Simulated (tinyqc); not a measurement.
From parabola to cone: four-band model of biased bilayer graphene near K.

Basis A1, B1, A2, B2, with B1 below A2; p = kx + i ky, v_j = (sqrt3/2) a g_j. Diagonal -U/2, -U/2, U/2, U/2; <A1|B1> = <A2|B2> = v0 p*, <B1|A2> = g1, <A1|B2> = v3 p, <A1|A2> = <B1|B2> = -v4 p*.

Inputs chosen for the exercise (near those used for Bernal bilayer graphene; not measured data): a = 2.46 angstrom (lattice constant); g0 = 3.08 eV (hopping in a layer); g1 = 0.349 eV (hopping of the dimer sites); g3 = 0.27 eV (skew hopping A1-B2); g4 = 0.06 eV (skew hopping A1-A2).

U = 0, along kx. Parabola: v0^2 k^2/g1. Hyperbola: sqrt(g1^2/4 + v0^2 k^2) - g1/2. Then bands 3 and 2 of the full matrix for +kx and band 3 for -kx.

Energies (eV):

| k (1/angstrom) | parabola | hyperbola | band 3, +kx | band 2, +kx | band 3, -kx |
|---|---|---|---|---|---|
| 0.002 | 0.0005 | 0.0005 | 0.0007 | -0.0006 | 0.0017 |
| 0.005 | 0.0031 | 0.0031 | 0.0003 | -0.0001 | 0.0060 |
| 0.020 | 0.0493 | 0.0438 | 0.0351 | -0.0320 | 0.0557 |
| 0.030 | 0.1110 | 0.0886 | 0.0772 | -0.0714 | 0.1058 |
| 0.050 | 0.3084 | 0.1971 | 0.1819 | -0.1705 | 0.2240 |
| 0.080 | 0.7896 | 0.3787 | 0.3587 | -0.3390 | 0.4190 |
| 0.120 | 1.7765 | 0.6320 | 0.6058 | -0.5756 | 0.6895 |

Give the missing row, k (1/angstrom) = 0.010.

Computed row:
```
k (1/angstrom)  parabola  hyperbola  band 3, +kx  band 2, +kx  band 3, -kx
0.010             0.0123     0.0119       0.0068      -0.0059       0.0179
```

The parabola is 3 % above the hyperbola at 0.01 and a factor 2.81 at 0.12 1/angstrom, where the slope nears v0. g3 makes +kx and -kx differ, by 28.6 meV at 0.03, and g4 makes electrons and holes differ, |band 3| - |band 2| = +5.9 meV there. Without bias the bands touch in four small cones, one at K and three at k = g1 v3/v0^2 = 0.0047 1/angstrom from it; their pockets join near g1 (g3/g0)^2/4 = 0.7 meV.

Program tinyqc; command `OMP_NUM_THREADS=1 python tinyqc.py 1481315 1481316 out.jsonl`; about 0.03 s on one thread of a shared Intel(R) Xeon(R) Processor @ 2.30GHz.
